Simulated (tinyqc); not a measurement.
Space-charge-limited current with shallow traps: one step of the calculation.

One carrier type, drift only, an injecting contact at x = 0 (zero field) and thickness L. The share th = y/(1 + y), y = (Nc/Nt) exp(-Et/kB T), of the injected charge is free: J = q mu n F, eps0 eps_r dF/dx = q (n - n0)/th.

Problem. The exact current. Exact: with u = n0/n(L), w = -u - ln(1 - u) and v = -u - u^2/2 - ln(1 - u), V = (q n0 L^2/(th eps0 eps_r)) v/w^2 and J = q^2 n0^2 mu L/(th eps0 eps_r w). v/w^2 falls steadily with u, so u follows by bisection.

Values chosen for this exercise:
- T = 350 K (temperature)
- eps_r = 15.6 (relative permittivity)
- mu = 14 cm^2/(V s) (mobility)
- L = 1900 nm (thickness)
- Nc = 9.7e20 cm^-3 (band density of states)
- Nt = 5.4e16 cm^-3 (trap density)
- Et = 0.51 eV (trap depth)
- n0 = 4.8e11 cm^-3 (free carrier density in equilibrium)
- V = 37 V (voltage)

Constants: q = 1.602176634e-19 C, kB = 1.380649e-23 J/K, Vt = kB T/q, eps0 = 8.8541878128e-14 F/cm where lengths are in cm. Results are converted to the units shown.

Find: v/w^2; u; w; J; exit field over V/L.

Solution.

v/w^2 = 14.97
u = 0.08460
w = 0.003794
J = 3.690 A/cm^2
exit field over V/L = 1.489

J is 1.4 % below the plain sum of the two limits; the exit field lies between the ohmic 1 and the Mott-Gurney 1.5.

Range of the model: Diffusion and a field-dependent mobility are left out. With injecting contacts the diffusion current, about 4 pi^2 Vt th eps0 eps_r mu V/L^3, equals the Mott-Gurney current at V = 35 kB T/q (0.9 V at 300 K), so the drift-only result needs V well above that.

tinyqc, about 0.01 s, one thread, Intel Xeon 2.30GHz (shared host): `OMP_NUM_THREADS=1 python tinyqc.py 2370105 2370106 out.jsonl`
